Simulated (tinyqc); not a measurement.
Inside a calculation. Method: RHF in the sto-3g basis, for B+, spin multiplicity 1. This run ends on a higher stationary point, not on the lowest solution. Computed by tinyqc, a small Python program that keeps every step (integrals from PySCF). Settings: charge = 1, multiplicity = 1, basis = sto-3g, energy threshold = 1e-08, iteration cap = 53, orthogonalisation = symmetric, start = highest core orbitals, DIIS depth = 8, method = RHF. Command: `OMP_NUM_THREADS=1 python tinyqc.py 28038 28039 out.jsonl` (the two numbers bound the seeds that draw the settings). One thread of a shared host (Intel(R) Xeon(R) Processor @ 2.60GHz), about 0.03 s of CPU time with the checks.

Geometry (angstrom):
```
atom,x,y,z
B,0.000000,0.000000,0.000000
```

Stop when the energy changes by less than 1e-08 hartree and every element of the error matrix X^T (F D S - S D F) X is below 3e-05.

Course of the cycle:
```
iteration,E (hartree),change,largest element of the error matrix
1,-7.26589569,-,0.000000
2,-23.43202918,-1.62e+01,4.58e-01
3,-23.43202918,0.000000,4.58e-01
4,-23.43202918,0.000000,4.58e-01
5,-23.43202918,0.000000,4.58e-01
6,-23.43202918,0.000000,4.58e-01
7,-23.43202918,0.000000,4.58e-01
8,-23.43202918,0.000000,4.58e-01
9,-23.43202918,0.000000,4.58e-01
10,-23.44710457,-1.51e-02,3.51e-02
11,-23.44719309,-8.85e-05,5.96e-05
12,-23.44719309,-2.01e-10,2.73e-05
```

Can the last value be used, and what does the course show?

No, though the log alone does not show it. Converged in 12 iterations. But the solution lies 0.50128 hartree above the reference: it is another stationary point, not the lowest restricted one. Reruns (cap 100 unless said): damping 0.5: converged in 32 to a higher stationary point; level shift 0.5: converged in 7 to a higher stationary point; atomic densities as start, DIIS 8: converged in 3. PySCF RHF in the same basis = -23.94847037 hartree.
